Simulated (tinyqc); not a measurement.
What a faster ramp buys: rapid thermal processing of a wafer: radiative balance, ramp and cooling, pattern effects, pyrometer error and spike budget. Computed by tinyqc, a small Python program. Command: `OMP_NUM_THREADS=1 python tinyqc.py 3112067 3112068 out.jsonl rtp walk`. One thread of a shared host (Intel(R) Xeon(R) Processor @ 2.30GHz), about 0.04 s of CPU time with the checks.

The wafer is opaque and uniform through its thickness unless said otherwise; temperatures in formulas are in kelvin (C + 273.15). sigma = 5.670374419e-12 W/(cm^2 K^4).

Inputs (values chosen for the exercise, modelled on a hot silicon wafer):

| quantity | value | unit |
|---|---|---|
| wafer thickness d | 775 | micrometre |
| heat capacity per volume C | 2.27 | J/(cm^3 K) |
| thermal conductivity k | 0.27 | W/(cm K) |
| emissivity eps of each face | 0.66 | - |
| reflectivity of the chamber walls r | 0.65 | - |
| gas heat-transfer coefficient h, both faces together | 0.56 | mW/(cm^2 K) |
| wall temperature T_w | 300 | K |
| process temperature | 987 | C |
| starting temperature | 550 | C |
| ramp rate | 37 | K/s |
| activation energy of the process E_a | 4 | eV |

Constants: k_B = 8.617333262e-05 eV/K.

Method:
- Effective emissivity between parallel grey plates: eps_eff = 1/(1/eps + 1/(1 - r) - 1). Loss per area q(T) = 2 eps_eff sigma (T^4 - T_w^4) + h (T - T_w).
- Absorbed power during a ramp = q(T) + C d x ramp rate; thermal time constant tau = C d/(dq/dT), dq/dT = 8 eps_eff sigma T^3 + h; natural cooling rate q/(C d); front-to-back difference under one-sided heating at the end of the ramp = (absorbed power) d/(2 k).
- Cooling with the lamps off: C d dT/dt = -q(T), integrated adaptively (relative tolerance 1e-10).
- Spike anneal: linear ramp to the peak, then lamps off. Equivalent time at the peak = int exp(-(E_a/k_B)(1/T - 1/T_peak)) dt; estimate (k_B T^2/E_a)(1/ramp rate + 1/cooling rate). The ramp part uses 4000 trapezoid steps, the cooling part 4000 steps over 4 tau.

time constant tau = 6.40239 s

holding power q = 8.99063 W/cm^2

natural cooling rate = 51.1049 K/s

Against the ramp rate:

| ramp (K/s) | ramp part (s) | cooling part (s) | total (s) | power at the peak (W/cm^2) |
|---|---|---|---|---|
| 10 | 3.2490 | 0.70365 | 3.9526 | 10.75 |
| 25 | 1.2996 | 0.70365 | 2.0032 | 13.39 |
| 50 | 0.6498 | 0.70365 | 1.3534 | 17.79 |
| 100 | 0.3249 | 0.70365 | 1.0286 | 26.58 |
| 250 | 0.1300 | 0.70365 | 0.8336 | 52.97 |
| 500 | 0.0650 | 0.70365 | 0.7686 | 96.95 |
| 1000 | 0.0325 | 0.70365 | 0.7361 | 184.92 |

From 10 to 100 K/s the total falls by a factor 3.8, from 100 to 1000 K/s by 1.40: the cooling part, 0.704 s, is a floor, and the natural cooling rate here is 51.1 K/s.

Extremes, crossings and ranges named in words are read from the listed rows.
